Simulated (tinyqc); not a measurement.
Comparisons within one model: deformation potentials from a strained empirical pseudopotential. A value that a table varies takes the place of the one given here.

Diamond lattice, no spin-orbit coupling. Atomic form factor V(q) = a1 (q^2 - a2)/(a3 exp(a4 q^2) - 1) in rydberg with q in 1/bohr, for the unstrained cell. Under a strain e the reciprocal vectors and k go over into (1 + e)^(-1) G, the atoms sit at +/- tau with tau = (1 + e) a (1,1,1)/8 - zeta a (eyz, ezx, exy)/4, and H(G,G') = c |k + G|^2 delta + (V(q)/det(1 + e)) cos(q.tau), q = G - G', with the term q = 0 left out; c = hbar^2/2m0. The basis is fixed before straining: all G with |k + G|^2 up to 16 (2 pi/a)^2. k is given in units of 2 pi/a of the unstrained cell.

Constants: hbar^2/2m0 = 3.80998211 eV angstrom^2; Ry = 13.60569312 eV; a0 (Bohr radius) = 0.5291772105 angstrom.

Parameters, chosen for this exercise (a germanium-sized cell with gaps well above those of Ge; shifted at random, so the results belong to these values and not to a real crystal):
```
symbol  value                         unit      meaning
a       5.668                         angstrom  lattice constant
A       (0.397, 2.421, 2.057, 0.456)            a1 (Ry bohr^2), a2 (1/bohr^2), a3, a4 (bohr^2)
h       0.002                                   size of the test strain
kD      0.82                          2 pi/a    position of the Delta minimum
a1      0.397
a2      2.421
a3      2.057
a4      0.456
```

## The internal displacement

Xu of L (level 5, the lowest empty one) and d from exy = eyz = ezx = h for several zeta: Xu = [E(L [111]) - E(L [1-1-1])]/((8/3) h), d = (single valence level - pair)/(3 sqrt(3) h). zeta = 0 strains the bonds with the lattice; zeta = 1 keeps all four bond lengths equal to first order.

Results:
```
zeta  Xu (L) (eV)  d (eV)
0.00         8.80    1.89
0.25        10.00   -0.49
0.50        11.21   -2.88
0.60        11.69   -3.83
0.75        12.42   -5.27
1.00        13.64   -7.65
```

From zeta = 0 to 1, d goes from 1.89 to -7.65 eV and Xu (L) from 8.80 to 13.64 eV, both nearly linearly: the displacement is an optical-phonon mode, and d = d(0) - zeta d0/4 gives its deformation potential d0 = 38 eV. Leaving the relaxation out (zeta = 0 for 0.5) moves d by +4.77 eV, which reverses its sign, and Xu (L) by -2.41 eV. Tetragonal strain has no such freedom.

## Size of the test strain

e = diag(-h/2, -h/2, h). Xu = [E(Delta z) - E(Delta x)]/(1.5 h) at fixed kD, b = [E(Z) - E(X, Y)]/(4.5 h); one-sided from +h alone, central from +h and -h.

Results (eV):
```
h       Xu one-sided  Xu central  b one-sided  b central
0.0010         7.745       7.748       -2.974     -2.971
0.0025         7.741       7.749       -2.979     -2.971
0.0050         7.734       7.749       -2.987     -2.971
0.0100         7.719       7.749       -3.004     -2.971
0.0200         7.692       7.752       -3.037     -2.971
0.0300         7.667       7.757       -3.070     -2.972
```

From h = 0.001 to 0.03 the one-sided Xu drifts by -0.078 eV and the central one by +0.009 eV; for b the drifts are -0.096 and -0.001 eV. The central difference cancels the term of second order in the strain, so its error goes as h^2. At h = 0.02 the linear law errs by 0.7 % for the valley splitting and 2.2 % for the valence splitting.

## What each parameter of the potential does

Gaps from the valence top to level 5 at Gamma and level 5 at (kD,0,0) and L, and their deformation potentials [E(+h) - E(-h)]/(3 ln((1 + h)/(1 - h))) for e = +/- h 1, h = 0.002. The row for the lattice constant keeps V(q) without the volume factor, so it is not a strain. Each row changes one parameter from the base and keeps the others.

Results:
```
case                Gamma (eV)  Delta (eV)  L (eV)  potential Gamma (eV)  potential Delta (eV)  potential L (eV)
base                     1.577       1.294   1.150                 -8.94                  0.80             -2.94
a = 5.611 angstrom       1.775       1.053   1.094                 -8.74                  1.11             -2.74
a1 = 0.393               1.555       1.223   1.103                 -8.85                  0.83             -2.90
a2 = 2.397               1.715       1.232   1.168                 -8.89                  0.87             -2.90
a3 = 2.078               1.557       1.198   1.089                 -8.84                  0.83             -2.90
a4 = 0.451               1.638       1.369   1.212                 -9.08                  0.71             -3.03
```

The largest shifts from the base row, up to three for each result and ties (the steps differ in size, so this ranks the rows, not the parameters). Gamma (eV): a +0.198, a2 +0.138, a4 +0.061. Delta (eV): a -0.242, a3 -0.096, a4 +0.075. L (eV): a4 +0.062, a3 -0.061, a -0.056. potential Gamma (eV): a +0.19, a4 -0.15, a3 +0.10. potential Delta (eV): a +0.31, a4 -0.09, a2 +0.06. potential L (eV): a +0.20, a4 -0.10, a2 +0.04, a1 +0.04, a3 +0.04.

Program tinyqc; command `OMP_NUM_THREADS=1 python tinyqc.py 1850366 1850367 out.jsonl`; about 0.2 s on one thread of a shared Intel(R) Xeon(R) Processor @ 2.30GHz.
